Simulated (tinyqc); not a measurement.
Inputs raised by 10 %, one at a time: Schottky barrier with interface states (Cowley-Sze model), image lowering and contact resistance. Computed by tinyqc, a small Python program. Command: `OMP_NUM_THREADS=1 python tinyqc.py 3004858 3004859 out.jsonl pinning sens`. One thread of a shared host (Intel(R) Xeon(R) Processor @ 2.30GHz), about 0.02 s of CPU time with the checks.

An n-type semiconductor under a metal. The barrier lies between the Schottky-Mott limit phi_M - chi and the Bardeen limit E_g - E_n, E_n being the neutrality level of the interface states; the space-charge term of the full Cowley-Sze expression is left out.

Inputs (values chosen for the exercise, with gap, mass and screening modelled on CdTe):
```
quantity                                       value   unit
gap E_g                                         1.52     eV
electron affinity chi                           4.39     eV
metal work function phi_M                       5.75     eV
neutrality level E_n above the valence band    0.409     eV
optical dielectric constant eps_opt             6.97      -
dielectric constant eps_s                         10      -
electron mass m_e                             0.0998    m_0
valleys M_c                                        1      -
donor density N                              4.3e+17  cm^-3
temperature T                                    300      K
reverse bias V_r                                   4      V
```

Pinning factor from: Moench relation.

Constants: k_B = 8.617333262e-05 eV/K; m_0 = 9.1093837015e-31 kg; k_B = 1.380649e-23 J/K; h = 6.62607015e-34 J s; eps_0 = 8.8541878128e-12 F/m; e = 1.602176634e-19 C; hbar = 1.054571817e-34 J s.

Method:
- S = 1/(1 + 0.1 (eps_opt - 1)^2), an empirical relation for metal-induced gap states.
- phi_B = S (phi_M - chi) + (1 - S)(E_g - E_n); the hole barrier is E_g - phi_B.
- N_c = 2 M_c (2 pi m_e k_B T/h^2)^(3/2); xi = E_c - E_F solves N = N_c F_1/2(-xi/k_B T) (bisection; full ionisation).
- F_1/2(eta) = (2/sqrt(pi)) int_0^infinity sqrt(x)/(1 + exp(x - eta)) dx, by the trapezoid rule in t = sqrt(x) with step 0.02 up to t = 12 (for eta < -12 by exp(eta) - exp(2 eta)/2^(3/2)).
- V_bi = phi_B - xi; W = sqrt(2 eps_s eps_0 (V_bi + V_r - k_B T/e)/(e N)); field at the metal E_m = e N W/(eps_s eps_0); image lowering sqrt(e E_m/(4 pi eps_s eps_0)).
- A* = 4 pi e m_e M_c k_B^2/h^3 (a simple valley count); J_s = A* T^2 exp(-phi/k_B T).
- J_0 uses phi_B; the reverse current uses phi_B less the image lowering, times 1 - exp(-V_r/k_B T).
- E_00 = (e hbar/2) sqrt(N/(m_e eps_s eps_0)), E_0 = E_00 coth(E_00/k_B T); scaling form of the contact resistivity rho_c = (k_B/(e A* T)) exp(phi_B/E_0), which is the thermionic result when E_00 << k_B T and keeps only the leading exponential of tunnelling when E_00 >> k_B T; image lowering is left out of it.

Runs:
```
input moved                                          from        to  barrier phi_B (eV)  J_0 (A/cm^2)  contact resistivity rho_c (ohm cm^2)  depletion width W (nm)
base run                                                -         -              1.1656    2.8359e-14                            4.2426e+10                  114.82
electron affinity chi (eV)                           4.39     4.829              1.0694    1.1710e-12                            1.3235e+09                  113.74
neutrality level E_n above the valence band (eV)    0.409    0.4499              1.1336    9.7554e-14                            1.3415e+10                  114.46
donor density N (cm^-3)                           4.3e+17  4.73e+17              1.1656    2.8359e-14                            3.2082e+10                  109.51
reverse bias V_r (V)                                    4       4.4              1.1656    2.8359e-14                            4.2426e+10                  119.21
electron mass m_e (m_0)                            0.0998   0.10978              1.1656    3.1195e-14                            4.9924e+10                  114.77
dielectric constant eps_s                              10        11              1.1656    2.8359e-14                            5.4916e+10                  120.42
```

Exponents ln(y'/y) / ln(x'/x):
```
input                                        barrier phi_B     J_0  contact resistivity rho_c  depletion width W
electron affinity chi                               -0.904  39.037                    -36.381             -0.099
neutrality level E_n above the valence band         -0.292  12.962                    -12.080             -0.033
donor density N                                      0.000   0.000                     -2.932             -0.497
reverse bias V_r                                     0.000   0.000                      0.000              0.394
electron mass m_e                                    0.000   1.000                      1.707             -0.004
dielectric constant eps_s                            0.000   0.000                      2.707              0.500
```

Among the inputs moved here: barrier phi_B answers most in size to electron affinity chi (exponent -0.904), next to neutrality level E_n above the valence band (-0.292); its exponent is below 0.0005 for donor density N, reverse bias V_r, electron mass m_e, dielectric constant eps_s. J_0 answers most in size to electron affinity chi (exponent +39.037), next to neutrality level E_n above the valence band (+12.962); its exponent is below 0.0005 for donor density N, reverse bias V_r, dielectric constant eps_s. Contact resistivity rho_c answers most in size to electron affinity chi (exponent -36.381), next to neutrality level E_n above the valence band (-12.080); its exponent is below 0.0005 for reverse bias V_r. Depletion width W answers most in size to dielectric constant eps_s (exponent +0.500), and about equally to donor density N (-0.497). Its exponent -0.497 in donor density N: W goes as N^(-1/2).

Caution (all rows): the field is near breakdown. Caution (all rows): E_00 = (e hbar/2) sqrt(N/(m_e eps_s eps_0)) is above 0.3 k_B T, so tunnelling through the barrier adds to the thermionic currents, most of all under reverse bias. Caution (rows donor density N): the field is near or above breakdown for such a gap, so avalanche or tunnelling current would take over.
